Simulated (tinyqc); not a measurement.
Barrier and mass from two Fowler-Nordheim currents.

Problem. Fowler-Nordheim tunnelling through a dielectric follows J = A F^2 exp(-B/F), A = q^2 me/(16 pi^2 hbar m1 phi1) (A/V^2 with phi1 in volts), B = (4/3) sqrt(m1/C) phi1^1.5 (V/nm), C = hbar^2/(2 m0). Find B, A, phi1 and m1.

Parameters, values chosen for the exercise:
```
symbol  value  unit                              meaning
me       0.71    m0  emitter mass in the supply function
```

Constants: q = 1.602176634e-19 C, hbar = 1.054571817e-34 J s, m0 = 9.1093837015e-31 kg, hbar^2/(2 m0) = 0.0380998212 eV nm^2. Results are converted to the units shown.

J at F = 0.76 and 1.28 V/nm (A/cm^2): 4.0860457e-8  0.14313075

Solution. The slope of ln(J/F^2) against 1/F is -B and the intercept gives A. A fixes the product m1 phi1, and B = (4/3) phi1 sqrt(m1 phi1/C) then gives phi1.

B = 26.2 V/nm
A = 6.99e-7 A/V^2
phi1 = 3.07 eV
m1 = 0.510 m0

Numbers from tinyqc (`OMP_NUM_THREADS=1 python tinyqc.py 2540140 2540141 out.jsonl`; about 0.02 s on one thread of a shared Intel Xeon 2.30GHz).
